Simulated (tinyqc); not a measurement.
Gamma, L and X subbands of a thin body with non-parabolic valleys: sweeps and comparisons. A value that a table varies takes the place of the one given here.

Hard walls, flat band, c = hbar^2/2m0, energies from the bulk Gamma edge. For a valley at angle theta to the normal 1/m_z = cos^2/ml + sin^2/mt and m_d = sqrt(ml mt^2/m_z). Subband n starts at E_v + e with e (1 + a e) = c (n pi/t)^2/m_z, and its density-of-states mass is taken as m_d (1 + 2 a e), without further growth at higher in-plane energy. Groups are named by valley and degeneracy.

n_i = g m/(2 pi c) kB T ln(1 + exp((EF - E_i)/kB T)), sum n_i = Ns (1e12/cm^2 = 1e-4/angstrom^2), c = hbar^2/2m0. Quantum capacitance Cq = 1602.176634 sum g m/(2 pi c) f_i in microfarad/cm^2 with f_i = 1/(1 + exp((E_i - EF)/kB T)); Cox = 34.5313/eot (one gate); C/Cox = Cq/(Cq + Cox), the centroid term left out.

Constants: hbar^2/2m0 = 3.80998211 eV angstrom^2; kB = 8.617333262e-05 eV/K.

Values chosen for the exercise (near those of a thin InAs channel; not measured data): face = 111 (surface); mG = 0.0256 m0 (Gamma mass); aG = 2.28 1/eV (Gamma non-parabolicity); EL = 0.733 eV (L edge above Gamma); mL = (0.622, 0.049) m0 (L valleys (four, along <111>): ml, mt); EX = 1.03 eV (X edge above Gamma); mX = (1.112, 0.158) m0 (X valleys (three, along <100>): ml, mt); aS = 0.38 1/eV (non-parabolicity of L and X); Ns = 7.1 x 1e12/cm^2 (sheet density); T = 300 K (temperature); eot = 8 angstrom (equivalent oxide thickness); ts = (20, 26, 34, 45, 60, 85, 130) angstrom (thicknesses); t = 88 angstrom (body thickness); Nl = (0.5, 1, 2, 4, 7, 11, 16) x 1e12/cm^2 (sheet densities).

## Thinning the body

Lowest edge of each valley type, the lowest group, the Gamma share and C/Cox, with n = 1 to 8 of all groups.

Results:
```
t (angstrom)  Gamma (eV)  L (eV)  X (eV)  lowest  Gamma share (%)  C/Cox
20                 1.069   0.876   1.402      L1             30.2  0.719
26                 0.781   0.820   1.261      G1             77.0  0.719
34                 0.559   0.784   1.170      G1             98.6  0.607
45                 0.386   0.763   1.111      G1            100.0  0.524
60                 0.257   0.750   1.076      G1            100.0  0.475
85                 0.151   0.741   1.053      G1            100.0  0.622
130                0.074   0.737   1.040      G1            100.0  0.600
```

What does this show?

From 130 down to 20 angstrom Gamma rises by 0.99 eV, L by 0.14 and X by 0.36 eV, the light Gamma mass moving most. The lowest group changes from G1 to L1 between 26 and 20 angstrom. The Gamma share goes from 100 % to 30 %. C/Cox is 0.60 and 0.72 at the ends and lies between 0.48 and 0.72. Hard walls overstate the rise in the thinnest rows.

## Raising the sheet density

Fixed thickness, n = 1 to 8 of all groups; the gate overdrive above the lowest edge is (EF - E_lowest)/e + 0.1602177 Ns/Cox in volts.

Results:
```
Ns (1e12/cm^2)  EF - lowest (eV)  Gamma share (%)    Cq  C/Cox  overdrive (V)
0.5                        0.018            100.0  1.88  0.304          0.036
1.0                        0.054            100.0  2.52  0.368          0.091
2.0                        0.113            100.0  2.81  0.395          0.187
4.0                        0.217            100.0  3.74  0.464          0.366
7.0                        0.305            100.0  7.05  0.620          0.565
11.0                       0.391            100.0  7.66  0.640          0.799
16.0                       0.491             99.9  8.99  0.676          1.084
```

How do the results move?

The lowest subband is G1 n=1. At the highest density band filling takes 0.491 V of the 1.084 V overdrive. Cq grows from 1.9 to 9.0 microfarad/cm^2 while EF moves from +0.018 to +0.491 eV against the lowest edge; the Gamma share stays near 100 %.

## What each parameter does

n = 1 to 8 of all groups. Each row changes one parameter from the base and keeps the others.

Results:
```
case                   lowest edge (eV)  EF (eV)  Gamma share (%)  C/Cox
base                              0.143    0.450            100.0  0.622
t = 82 angstrom                   0.160    0.473            100.0  0.620
mG = 0.0294 m0                    0.128    0.408            100.0  0.638
aG = 1.6 1/eV                     0.152    0.501            100.0  0.593
EL = 0.783 eV                     0.143    0.450            100.0  0.622
Ns = 10.6 x 1e12/cm^2             0.143    0.525            100.0  0.639
eot = 6 angstrom                  0.143    0.450            100.0  0.552
T = 250 K                         0.143    0.451            100.0  0.628
```

What can be read from the table?

The largest shifts from the base row, up to three for each result and ties (the steps differ in size, so this ranks the rows, not the parameters). lowest edge (eV): t +0.017, mG -0.015, aG +0.009; unchanged at the printed digits by EL, Ns, eot and T. EF (eV): Ns +0.075, aG +0.051, mG -0.042; unchanged at the printed digits by EL and eot. Gamma share (%): unchanged at the printed digits by t, mG, aG, EL, Ns, eot and T. C/Cox: eot -0.070, aG -0.029, Ns +0.017; unchanged at the printed digits by EL.

(tinyqc, `OMP_NUM_THREADS=1 python tinyqc.py 1280957 1280958 out.jsonl`, Intel(R) Xeon(R) Processor @ 2.30GHz, 1 thread, shared host, about 0.02 s.)
